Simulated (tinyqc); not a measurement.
Inside a calculation. Model: charge neutrality of a doped semiconductor with incomplete ionisation. Computed by tinyqc, a small Python program that keeps every step. Command: `OMP_NUM_THREADS=1 python tinyqc.py 3029982 3029983 out.jsonl dopant walk`. One thread of a shared host (Intel(R) Xeon(R) Processor @ 2.30GHz), about 0.04 s of CPU time with the checks. Intermediate numbers are printed to about 5 digits and carried at full precision; extremes and crossings named in words are read from the listed rows.

Energies are counted from the top of the valence band; E_D is measured down from the conduction band and E_A up from the valence band.

Inputs (values chosen for the exercise, for a model semiconductor): gap at 0 K E_g0 = 1.38 eV; Varshni alpha = 0.000291 eV/K; Varshni beta = 168 K; electron mass m_e = 0.102 m_0; valleys M_c = 1; hole mass m_h = 0.632 m_0; donor density N_D = 8.7e+14 cm^-3; acceptor density N_A = 2.1e+13 cm^-3; donor depth E_D = 0.0072 eV; acceptor depth E_A = 0.0362 eV; donor degeneracy g_D = 2; acceptor degeneracy g_A = 2; temperature T = 300 K; iteration cap = 60.

Doping: n-type, compensated. Statistics of the bands: Fermi-Dirac. Solver: bisection. Start of Newton steps: intrinsic level E_i.

ratios u of density to N: [0.029, 0.084, 0.24, 0.69, 2, 5.7, 16]

Constants: m_0 = 9.1093837015e-31 kg; k_B = 1.380649e-23 J/K; h = 6.62607015e-34 J s; k_B = 8.617333262e-05 eV/K.

## Gap and effective densities of states

E_g = E_g0 - alpha T^2/(T + beta). N_c = 2 M_c (2 pi m_e k_B T/h^2)^(3/2) and N_v = 2 (2 pi m_h k_B T/h^2)^(3/2), masses in units of m_0. n_i = sqrt(N_c N_v) exp(-E_g/(2 k_B T)); E_i = E_g/2 + (k_B T/2) ln(N_v/N_c).

gap E_g = 1.3240 eV

N_c = 8.1747e+17 cm^-3

N_v = 1.2608e+19 cm^-3

k_B T = 0.025852 eV

intrinsic density n_i = 2.4273e+07 cm^-3

intrinsic level E_i = 0.69738 eV

## Charges at trial Fermi levels

n = N_c F_1/2((E_F - E_g)/k_B T), p = N_v F_1/2(-E_F/k_B T). F_1/2(eta) = (2/sqrt(pi)) int_0^infinity sqrt(x)/(1 + exp(x - eta)) dx, by the trapezoid rule in t = sqrt(x) with step 0.02 up to t = 12 (for eta < -12 by exp(eta) - exp(2 eta)/2^(3/2)). N_D+ = N_D/(1 + g_D exp((E_F - E_g + E_D)/k_B T)). N_A- = N_A/(1 + g_A exp((E_A - E_F)/k_B T)). Neutrality: p + N_D+ = n + N_A-; the log ratio is ln[(p + N_D+)/(n + N_A-)]. The last column is ln[(p + N_D+)/(n + N_A-)], which vanishes at neutrality; trial levels are the majority level plus multiples of k_B T, rounded to 0.1 meV.

Densities (cm^-3):
```
E_F (eV)           n           p        N_D+      N_A-  log ratio
1.1617    1.5312e+15  3.8454e-01  8.6571e+14  2.10e+13     -0.584
1.2393    3.0424e+16  1.9113e-02  7.9117e+14  2.10e+13     -3.650
1.2910    2.0820e+17  2.5870e-03  5.0111e+14  2.10e+13     -6.030
1.3427    1.0686e+18  3.5017e-04  1.3512e+14  2.10e+13     -8.976
1.3944    3.2583e+18  4.7398e-05  2.1127e+13  2.10e+13    -11.946
```

The log ratio keeps its sign here: E_F lies below all these trials.

## Solving for the Fermi level

Bisection of the log ratio between E = -0.3 and E_g + 0.3 eV; stop when |log ratio| < 1e-9.

Course of the iteration:
```
step  E_F (eV)    log ratio
1       0.6620   3.7240e+00
2       1.1430   1.2637e-01
3       1.3835  -1.1345e+01
4       1.2633  -4.6877e+00
5       1.2032  -2.1933e+00
6       1.1731  -1.0220e+00
7       1.1581  -4.4454e-01
8       1.1505  -1.5811e-01
9       1.1468  -1.5599e-02
...        ...          ...
27      1.1464   1.0355e-07
28      1.1464  -1.6765e-07
29      1.1464  -3.2047e-08
30      1.1464   3.5754e-08
31      1.1464   1.8534e-09
32      1.1464  -1.5097e-08
33      1.1464  -6.6217e-09
34      1.1464  -2.3840e-09
35      1.1464  -2.6537e-10
```

Fermi level E_F (last iterate) = 1.1464 eV

converged (1 yes, 0 no) = 1

steps = 35

Converged in 35 steps.

## Densities at the solution

The formulas are those given above.

majority density n = 8.4662e+14 cm^-3

minority density p = 0.69567 cm^-3

ionised share of the donors = 0.99727

distance of E_F from the majority band edge = 0.17766 eV

n is 99.7 % of the net doping; n p / n_i^2 = 0.9996.

## The closed form for the extrinsic range

With Boltzmann statistics, no holes and every acceptor ionised, n (n + N_A) = n1 (N_D - N_A - n) with n1 = (N_c/g_D) exp(-E_D/k_B T). Take the positive root.

n1 = 3.0938e+17 cm^-3

n from the quadratic = 8.4663e+14 cm^-3

Against the full solution, 8.4662e14 cm^-3, the quadratic is off by 1.0e-4 %.

## Carrier density against temperature

Neutrality is solved by bisection at each T. The last column is -k_B d ln(n T^-3/2)/d(1/T) from this row and the one above; it turns negative as ionisation nears completion, when the density grows more slowly than that power of T.

Against temperature:
```
T (K)   n (cm^-3)  E_F from the band edge (eV)  ionised share  activation energy (eV)
5.2    3.9647e+09                      0.00585        0.02414                       -
7.6    1.0643e+12                      0.00526        0.02536                0.007128
12.0   4.0558e+13                      0.00525        0.07076                0.005278
19.0   2.1462e+14                      0.00671        0.27083                0.002742
28.0   4.6424e+14                      0.00943        0.55774                0.000967
42.0   6.8360e+14                      0.01495        0.80989               -0.001601
300.0  8.4662e+14                      0.17766        0.99727               -0.011511
600.0  8.5173e+14                      0.40879        0.99915               -0.053447
```

Between the two coldest rows the activation energy is 0.00713 eV, 0.99 of the dopant depth: with compensation E_F is pinned at the level and the full depth shows. The density is within 10 % of the net doping from 300 K to 600 K.

## Reduced Fermi level from a carrier density

For u = density/N of the majority band, eta solves F_1/2(eta) = u (bisection). Boltzmann: ln u. Joyce-Dixon: ln u + u/sqrt(8) - 4.95009e-3 u^2 + 1.48386e-4 u^3 - 4.42563e-6 u^4. Degenerate limit: (3 sqrt(pi) u/4)^(2/3). The last column is (eta - ln u) k_B T.

Eta by four rules:
```
u      density (cm^-3)    exact  Boltzmann  Joyce-Dixon  degenerate  Boltzmann error (meV)
0.029       2.3707e+16  -3.5302    -3.5405      -3.5302      0.1141             2.6495e-01
0.084       6.8668e+16  -2.4473    -2.4769      -2.4473      0.2319             7.6686e-01
0.24        1.9619e+17  -1.3425    -1.4271      -1.3425      0.4669             2.1863e+00
0.69        5.6405e+17  -0.1294    -0.3711      -0.1294      0.9440             6.2470e+00
2           1.6349e+18   1.3816     0.6931       1.3816      1.9192             1.7797e+01
5.7         4.6596e+18   3.6183     1.7405       3.6177      3.8578             4.8545e+01
16          1.3080e+19   7.5663     2.7726       7.4800      7.6766             1.2393e+02
```

Boltzmann statistics place E_F within 1 meV of the exact value up to u = 0.0840 of those listed and miss by 124 meV at u = 16. Joyce-Dixon stays within 0.01 in eta up to u = 5.70; the degenerate limit is still 1.5 % high at the last u. Past u of about 10 the Joyce-Dixon series fails. A parabolic band is assumed throughout.

Checks made by the program: neutrality at the solution (relative difference below 1e-10).
